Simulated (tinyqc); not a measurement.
Potential-pH (Pourbaix) lines of a metal, its cation, its oxide and an oxyanion, with a complexing ligand: one step, computed by the program tinyqc. Command: `OMP_NUM_THREADS=1 python tinyqc.py 3027134 3027135 out.jsonl pourb walk`. One thread of a shared host (Intel(R) Xeon(R) Processor @ 2.30GHz), about 0.02 s of CPU time with the checks.

Potentials are against the standard hydrogen electrode; solids and water have unit activity; dG_f of M, H+ and the electron is zero; F = e N_A and s = R T ln(10)/F. The cation carries z = 3.

Question. A complexing ligand. M3+ + 3e = M; (1/2) M2O3 + 3H+ + 3e = M + (3/2) H2O; MO2(-) + 4H+ + 3e = M + 2H2O. For each, E0 = -dG/(z F), and E = E0 + (s/z) log10 a - (s n_H/z) pH, with no activity term for the oxide. The free ligand is c_L/(1 + 10^(pKa - pH)) (ligand in excess); dissolved metal is a in all, so the free cation is a/alpha, alpha = 1 + beta [L]; the cation line drops by (s/z) log10 alpha.

Inputs (values chosen for the exercise, modelled on aluminium):
```
quantity                                     value   unit
temperature T                               298.15      K
log10 of the dissolved activity a               -6      -
pH                                               8      -
log10 of the stability constant beta of ML     9.2      -
pKa of HL                                      7.9      -
total ligand c_L                             0.067  mol/L
```

Species: M, M3+, M2O3, MO2(-).

E0 (V): cation -1.670029, oxide -1.501057, oxyanion -1.225817

s = 0.05915935 V

Give: free ligand; log10 alpha; cation line with ligand; that line less the oxide line.

Answer.

free ligand = 0.03734 mol/L

log10 alpha = 7.772

cation line with ligand = -1.942 V

that line less the oxide line = 0.03272 V

The oxide still lies below the complexed cation at this pH.
